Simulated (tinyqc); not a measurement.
Hall effect and magnetoresistance of several carrier groups with constant relaxation times: one step, computed by the program tinyqc.

Group 1 has charge -e and group 2 charge +e; s_i is that sign. B lies along z; mu B is formed with mu in m^2/(V s).

Question. Back from four measured limits to the two groups. With z_i = s_i mu_i and w_i = s_i n_i the moments M_k = w1 z1^k + w2 z2^k are M_(-1) = (1 + MR_sat) M_0^2/M_1, M_0 = 1/(e R_strong), M_1 = sigma(0)/e, M_2 = R_weak sigma(0)^2/e. The z_i are the roots of z^2 + p z + q with M_2 + p M_1 + q M_0 = 0 and M_1 + p M_0 + q M_(-1) = 0; then w follows from M_0 and M_1. Group 1 is the faster.

Inputs (values chosen for the exercise, for a model conductor): mobility mu1 = 78000 cm^2/(V s); magnetic field B = 7.6 T.

Carriers: electrons and holes. Densities: per area (a thin layer).

R_H at strong field = 27801.82 cm^2/C

sigma at B = 0 = 0.2492987 S

R_H at weak field = -72026.47 cm^2/C

saturation MR = 45.13113 %

Constants: e = 1.602176634e-19 C.

Give: p and q; signed mobilities s_i mu_i; densities.

Answer.

p and q: 73100  -3.822e+08

signed mobilities s_i mu_i (cm^2/(V s)): -78000  4900

densities (1/cm^2): 5.50e+12  2.30e+14

Caution: mu B is well above 1, where Landau quantisation, left out here, shows at low temperature.
